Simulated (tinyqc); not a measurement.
Three surfaces against bond counting: Gupta-type many-body potential for a metal. Computed by tinyqc, a small Python program. Command: `OMP_NUM_THREADS=1 python tinyqc.py 3004276 3004277 out.jsonl gupta walk`. One thread of a shared host (Intel(R) Xeon(R) Processor @ 2.30GHz), about 0.01 s of CPU time with the checks.

E_i = sum_j A exp(-p (r_ij/r0 - 1)) - xi rho_i^gamma, with rho_i = sum_j exp(-2 q (r_ij/r0 - 1)); gamma = 1/2 is the tight-binding second-moment form. The crystal is fcc unless stated; d is the neighbour distance and a fixed number of shells is kept.

Inputs (values chosen for the exercise, modelled on copper): repulsion A = 0.0821 eV; hopping xi = 1.22 eV; decay p = 10.8; decay q = 2.32; reference distance r0 = 2.556 angstrom; shells kept = 3; embedding exponent gamma = 0.5.

Constants: 1 eV/angstrom^3 = 160.2176634 GPa; 1 eV/angstrom^2 = 16.02176634 J/m^2.

Method:
- fcc shells: d sqrt(k), k = 1..5, with 12, 6, 24, 12, 24 atoms; Omega = d^3/sqrt2.
- Equilibrium: dE/dd = 0; B = d^2 E''(d)/(9 Omega).
- Cut the crystal without relaxation; an atom in layer l keeps the neighbours that lie below the surface plane. Excess = E_i + E_c. Surface energy = sum of excesses over the layers, divided by the area per surface atom: (sqrt3/2) d^2 for (111), d^2 for (100), sqrt2 d^2 for (110).
- Bond counting with pair bonds charges E_c/12 for each missing nearest neighbour: 3, 4 and 6 per surface cell.

neighbour distance d = 2.54298 angstrom

cohesive energy E_c = 3.52224 eV

Surfaces:
```
face   missing bonds  excess (eV)  bond counting (eV)    ratio  surface energy (J/m^2)
(111)              3      0.42852              0.8806  0.48665                  1.2259
(100)              4      0.53435              1.1741  0.45512                  1.3239
(110)              6      0.81846              1.7611  0.46474                  1.4339
```

The order of surface energies is (111) < (100) < (110), with (110)/(111) = 1.170 against 1.225 from counting first-neighbour bonds. The excess is 0.46 to 0.49 of the bond-counting value: atoms with fewer neighbours have stronger bonds. Further shells enter the excess but not the count. Caution: relaxation, left out here, lowers surface energies. Caution: fitted second-moment potentials usually give surface energies well below measured ones.
